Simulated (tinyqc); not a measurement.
Inside a calculation. Method: RKS/BP86 in the 6-31g basis, for H3-, spin multiplicity 1. The basis has no diffuse functions, so it cannot describe the extra electron: this is an exercise in the method, not the real anion. One step of it, computed by the program tinyqc.

Question. Iteration 11 (converged): orbitals. Diagonalise F' = X^T F X, C = X C', fill 2 alpha and 2 beta electrons from the bottom; D = 2 C_occ C_occ^T. Each column has its largest component positive (the first on a tie).

converged F (hartree), order 1H 1s, 1H 2s, 2H 1s, 2H 2s, 3H 1s, 3H 2s:
$$\begin{pmatrix}
0.361478 & -0.095641 & -0.076441 & -0.085725 & -0.076441 & -0.085725 \\
-0.095641 & 0.083065 & -0.079546 & -0.001282 & -0.079546 & -0.001282 \\
-0.076441 & -0.079546 & 0.410081 & -0.072458 & -0.000344 & -0.014102 \\
-0.085725 & -0.001282 & -0.072458 & 0.109738 & -0.014102 & -0.028322 \\
-0.076441 & -0.079546 & -0.000344 & -0.014102 & 0.410084 & -0.072456 \\
-0.085725 & -0.001282 & -0.014102 & -0.028322 & -0.072456 & 0.109739
\end{pmatrix}$$

X, order 1H 1s, 1H 2s, 2H 1s, 2H 2s, 3H 1s, 3H 2s:
$$\begin{pmatrix}
1.273139 & -0.566521 & 0.023411 & 0.054794 & 0.023411 & 0.054794 \\
-0.566521 & 1.789644 & 0.033433 & -0.535833 & 0.033433 & -0.535833 \\
0.023411 & 0.033433 & 1.255054 & -0.503618 & -0.005856 & 0.002399 \\
0.054794 & -0.535833 & -0.503618 & 1.489730 & 0.002399 & 0.153302 \\
0.023411 & 0.033433 & -0.005856 & 0.002399 & 1.255054 & -0.503618 \\
0.054794 & -0.535833 & 0.002399 & 0.153302 & -0.503618 & 1.489730
\end{pmatrix}$$

Give: F' = X^T F X; orbital energies; coefficients C; D after iteration 11.

Answer.

F' = X^T F X (hartree):
$$\begin{pmatrix}
0.7224 & -0.4827 & -0.0001 & -0.0304 & -0.0001 & -0.0304 \\
-0.4827 & 0.5174 & -0.0487 & -0.1033 & -0.0487 & -0.1033 \\
-0.0001 & -0.0487 & 0.7564 & -0.4469 & -0.0060 & 0.0216 \\
-0.0304 & -0.1033 & -0.4469 & 0.4268 & 0.0216 & -0.0038 \\
-0.0001 & -0.0487 & -0.0060 & 0.0216 & 0.7564 & -0.4469 \\
-0.0304 & -0.1033 & 0.0216 & -0.0038 & -0.4469 & 0.4268
\end{pmatrix}$$

orbital energies (hartree): MO1 -0.0204, MO2 0.0995, MO3 0.2710, MO4 1.0437, MO5 1.0935, MO6 1.1189

coefficients C, order 1H 1s, 1H 2s, 2H 1s, 2H 2s, 3H 1s, 3H 2s:
$$\begin{pmatrix}
0.2533 & 0.0000 & 0.2791 & 0.0381 & 0.0000 & -1.3436 \\
0.3700 & 0.0000 & 1.0405 & -0.5546 & 0.0000 & 1.6041 \\
0.1536 & 0.2224 & -0.1482 & -0.9277 & -0.9346 & -0.0375 \\
0.2686 & 0.5652 & -0.7494 & 0.9802 & 0.8376 & -0.4134 \\
0.1536 & -0.2224 & -0.1482 & -0.9276 & 0.9346 & -0.0375 \\
0.2686 & -0.5652 & -0.7494 & 0.9802 & -0.8376 & -0.4134
\end{pmatrix}$$

D after iteration 11, order 1H 1s, 1H 2s, 2H 1s, 2H 2s, 3H 1s, 3H 2s:
$$\begin{pmatrix}
0.1284 & 0.1874 & 0.0778 & 0.1361 & 0.0778 & 0.1361 \\
0.1874 & 0.2737 & 0.1137 & 0.1988 & 0.1137 & 0.1988 \\
0.0778 & 0.1137 & 0.1461 & 0.3339 & -0.0517 & -0.1689 \\
0.1361 & 0.1988 & 0.3339 & 0.7832 & -0.1689 & -0.4946 \\
0.0778 & 0.1137 & -0.0517 & -0.1689 & 0.1461 & 0.3339 \\
0.1361 & 0.1988 & -0.1689 & -0.4946 & 0.3339 & 0.7832
\end{pmatrix}$$
